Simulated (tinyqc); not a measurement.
Grain growth, pinning, strength and diffusional creep of a polycrystal or thin film. From limit d_lim back to film thickness h. Computed by tinyqc, a small Python program. Command: `OMP_NUM_THREADS=1 python tinyqc.py 3002357 3002358 out.jsonl grain inv`. One thread of a shared host (Intel(R) Xeon(R) Processor @ 2.30GHz), about 0.01 s of CPU time with the checks.

One mean grain size d describes the structure.

Inputs (values chosen for the exercise, modelled on polycrystalline silicon):
```
quantity                                    value       unit
boundary energy gamma                        0.56      J/m^2
mobility prefactor M0                     0.00014  m^4/(J s)
activation energy of boundary motion Q_m     3.38         eV
anneal temperature T                         1202          K
particle volume fraction f                0.00057          -
particle radius r                             4.4         nm
surface energy gamma_s                        1.6      J/m^2
```

Sample: thin film on a substrate.

Constants: k_B = 8.617333262e-05 eV/K.

Method. M = M0 exp(-Q_m/(k_B T)). The driving pressure is 2 gamma/d. Zener pinning pressure 3 f gamma/(2 r) stops growth at d_Z = 4 r/(3 f). Grooves where boundaries meet the surface have the angle theta = arcsin(gamma/(2 gamma_s)) and are taken to stop growth at d_h = h/(2 theta), a few film thicknesses; the limit is 1/d_lim = 1/d_Z + 1/d_h.

Problem. A run gave the result below. Find the film thickness h, known to lie between 210 and 350 nm.

limit d_lim = 695.2095 nm

Solution.

Each step takes the trial c = (a f_b - b f_a)/(f_b - f_a), f being the result less the target and a, b, c the logarithms of the listed values; c replaces end b, the old b replaces a if the sign of f changed, and otherwise f_a is halved.

Scan of the range:
```
film thickness h (nm)  limit d_lim (nm)
210                             564.190
229                             612.200
249                             662.227
271                             716.663
295                             775.350
321                             838.121
350                             907.165
```

False position (Illinois rule, in the logarithm of the input) inside the bracket:
```
step    end a    end b    trial  limit d_lim (nm)
1     249.000  271.000  262.107           694.732
2     271.000  262.107  262.297           695.203
3     271.000  262.297  262.303           695.216
4     262.297  262.303  262.300           695.209
```

Limit d_lim rises at every point of a 13-point scan of the range (every second point is shown), so one value fits; it is bracketed by 249 and 271. Answer: film thickness h = 262.3 nm.
